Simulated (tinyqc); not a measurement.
Kinetic Monte Carlo and master equation for a particle on a ring of sites with traps and bias: one step, computed by the program tinyqc. Command: `OMP_NUM_THREADS=1 python tinyqc.py 3001589 3001590 out.jsonl kmc walk`. One thread of a shared host (Intel(R) Xeon(R) Processor @ 2.30GHz), about 0.08 s of CPU time with the checks.

6 sites on a ring, numbered 1 to 6. The saddle between i and i+1 lies at E0 + s b_i and site i at s eps_i; a force F tilts the landscape, with the saddle half-way.

Problem. Twelve steps of the residence-time algorithm. Start on site 1 at t = 0. Hop right if r1 is below the share right, else left; advance the clock by -ln(r2) times the mean stay.

Inputs (values chosen for the exercise, for a model defect): temperature T = 610 K.

Disorder: both.

Random numbers:
```
step,r1,r2
1,0.6915,0.2617
2,0.6117,0.2849
3,0.8888,0.5210
4,0.6291,0.2442
5,0.0078,0.7481
6,0.8014,0.5352
7,0.4923,0.8487
8,0.1352,0.1986
9,0.3770,0.7242
10,0.4125,0.5789
11,0.1435,0.2732
12,0.1565,0.1779
```

Rates, shares of right hops and mean stays:
```
site,k right (1/s),k left (1/s),share right,mean stay (s)
1,271190,3208733,0.0779299,2.873627e-07
2,3404951,800226,0.8097046,2.378021e-07
3,1817469,3030734,0.3748748,2.062620e-07
4,1315268,1617723,0.4484392,3.409489e-07
5,3404951,1170715,0.7441432,2.185474e-07
6,1007737,255562,0.7977025,7.915781e-07
```

Give: Trajectory.

Solution.

Trajectory:
```
step,site,hop,wait (s),clock (s),net hops
1,1,left,3.852e-07,3.852e-07,-1
2,6,right,9.939e-07,1.379e-06,0
3,1,left,1.874e-07,1.567e-06,-1
4,6,right,1.116e-06,2.682e-06,0
5,1,right,8.340e-08,2.766e-06,1
6,2,right,1.487e-07,2.914e-06,2
7,3,left,3.384e-08,2.948e-06,1
8,2,right,3.844e-07,3.333e-06,2
9,3,left,6.656e-08,3.399e-06,1
10,2,right,1.300e-07,3.529e-06,2
11,3,right,2.676e-07,3.797e-06,3
12,4,right,5.887e-07,4.386e-06,4
```
